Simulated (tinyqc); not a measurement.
# Doping from the ideality factor

Question. For thermionic-field emission over a Schottky barrier the ideality factor is n = u coth(u) with u = E00/Vt and E00 = (hbar/2) sqrt(Nd/(me m0 eps0 eps_r)) in SI units (volts). Find u, E00 and Nd.

Inputs (values chosen for the exercise); band and dielectric values close to those of 4H silicon carbide: temperature T = 350 K; electron mass me = 0.37 m0; relative permittivity eps_r = 9.72.

Constants: q = 1.602176634e-19 C, kB = 1.380649e-23 J/K, eps0 = 8.8541878128e-12 F/m, hbar = 1.054571817e-34 J s, m0 = 9.1093837015e-31 kg, Vt = kB T/q. Results are converted to the units shown.

n = 1.0348781

Answer. u coth(u) rises steadily from 1, so n fixes u; the definition of E00 then gives Nd.

u = 0.325
E00 = 9.79 meV
Nd = 1.00e18 cm^-3

Numbers from tinyqc (`OMP_NUM_THREADS=1 python tinyqc.py 2640010 2640011 out.jsonl`; about 0.03 s on one thread of a shared Intel Xeon 2.30GHz).
